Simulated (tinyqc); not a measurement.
What each parameter does: linear model of a band gap against the share of exact exchange.

E(alpha) = E0 + S alpha. A wider gap screens less, modelled in the Penn form eps(alpha) = 1 + (e0 - 1)(EP/(EP + S alpha))^2 with a scale EP chosen for the exercise. A dielectric-dependent hybrid takes alpha = 1/eps.

Values chosen for the exercise (of the order of those of Si; shifted at random, so the results belong to these values and not to a real crystal): E0 = 0.59 eV (gap of the semi-local functional); S = 4.81 eV (slope dE/d(alpha)); e0 = 13.22 (optical dielectric constant at alpha = 0); EP = 10.2 eV (energy scale of the screening).

Fixed point alpha = 1/eps(alpha), gap and eps there.

One parameter was then changed.

Results before and after:
```
case      alpha  E (eV)     eps
base     0.0811   0.980  12.337
changed  0.0811   1.039  12.337
```

Which of these changes was made? (a) S = 4.329 eV; (b) e0 = 14.542; (c) EP = 9.18 eV; (d) E0 = 0.649 eV.
Answer: (d) E0 = 0.649 eV. Of the candidates, run in turn, only this one gives the changed row.

All candidates:
```
case            alpha  E (eV)     eps
base           0.0811   0.980  12.337
E0 = 0.649 eV  0.0811   1.039  12.337
S = 4.329 eV   0.0805   0.938  12.426
e0 = 14.542    0.0732   0.942  13.653
EP = 9.18 eV   0.0817   0.983  12.237
```

Computed by tinyqc, a small Python program: `OMP_NUM_THREADS=1 python tinyqc.py 1880877 1880878 out.jsonl` (the numbers bound the seed that draws the inputs); one thread of a shared host (Intel(R) Xeon(R) Processor @ 2.30GHz), about 0.01 s for the whole set of steps.
